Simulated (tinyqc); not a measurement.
# Worked calculation: six-transistor SRAM cell, nodal equations and margins

Numbers from tinyqc (`OMP_NUM_THREADS=1 python tinyqc.py 2340038 2340039 out.jsonl`; about 0.1 s on one thread of a shared Intel Xeon 2.30GHz). Printed values are rounded.

Two cross-coupled inverters (pull-down bn, pull-up bp) hold the nodes Q and QB; access transistors (ba, threshold VTn, gate on the word line at Vdd when selected) join them to the bit lines. Transistor (EKV form, voltages against the body): I = 2 n b Vt^2 [F(vp - Vs) - F(vp - Vd)] from drain to source, F(v) = ln^2(1 + exp(v/(2 Vt))), vp = (Vg - VT + sg |Vd - Vs|)/n. n-channel bodies are at 0; for the p-channel device all voltages are counted down from Vdd. b in uA/V^2 gives I in uA. For an access transistor the bit line is the drain and the node the source. In a read both bit lines are at Vdd. The cell is symmetric (no mismatch).

Parameters, values chosen for the exercise:
```
symbol,value,unit,meaning
T,400,K,temperature
Vdd,1,V,supply voltage
n,1.41,,slope factor
sg,0.099,,drain-induced barrier lowering
VTn,0.28,V,n-channel threshold
VTp,0.36,V,p-channel threshold (magnitude)
bn,870,uA/V^2,gain factor of the pull-down transistor
ba,870,uA/V^2,gain factor of the access transistor
bp,480,uA/V^2,gain factor of the pull-up transistor
```

Constants: q = 1.602176634e-19 C, kB = 1.380649e-23 J/K, Vt = kB T/q. Results are converted to the units shown.

## Iteration 1: node voltages in a read by Newton steps

(Q, QB) at the start (V): Q 0.430000, QB 0.490000

F1 = In(gate QB, drain Q) - Ip(gate QB, drain Q) - Ia(bit line, Q), F2 the same with Q and QB exchanged; J by central differences with +/- 1e-6 V; solve J d = -F, limit each component to +/- 0.15 V and add.

F1, F2 (uA): [2.09605, -2.56266]

J (uS):
```
,Q,QB
F1,168.664,215.122
F2,199.930,94.172
```

(Q, QB) after iteration 1 (V): Q 0.457600, QB 0.458617

## Iteration 2: node voltages in a read by Newton steps

As before.

F1, F2 (uA): [-0.385579, -0.462432]

J (uS):
```
,Q,QB
F1,131.829,206.871
F2,206.614,130.544
```

(Q, QB) after iteration 2 (V): Q 0.459375, QB 0.459350

## Course of the iteration: node voltages in a read by Newton steps

Stop when the largest change of (Q, QB) is below 1e-9 V, or after 30 iterations. The rule counts as met only at the stable state with Q low.

Course of the iteration:
```
iteration,Q (V),largest |change| of one entry (V)
1,0.457600,0.0314
2,0.459375,1.78e-3
3,0.459365,1.53e-5
4,0.459365,8.75e-10
```

The steps settle on Q = QB = 0.4594 V. There det J is negative, so this is the unstable balance point of the latch, not a stored state. A rerun from (0, Vdd) converges in 5 iterations to Q = 0.1779 V, QB = 0.9939 V.

## The largest square in the read butterfly

```
point,c (V)
0,0.15
1,0.25
2,0.35
3,0.43
4,0.5
5,0.55
6,0.6
```

f(x) is the node voltage of one half-cell in a read for input x (In - Ip - Ia = 0). Static noise margin: side of the largest square between the curve (x, f(x)) and its mirror image (f(y), y); with h(c) the root x of f(x) - x = c, it is the maximum over c > 0 of h(c) - h(-c) + c.

```
point,h(c) (V),h(-c) (V),side (V)
0,0.418438,0.528520,0.039918
1,0.406172,0.583020,0.073152
2,0.396088,0.642072,0.104016
3,0.385416,0.693192,0.122224
4,0.370160,0.741492,0.128668
5,0.353873,0.778080,0.125793
6,0.332264,0.816232,0.116032
```

The maximum over c is 128.7 mV, the read margin; with the word line off (no Ia) the same construction gives 332.6 mV.
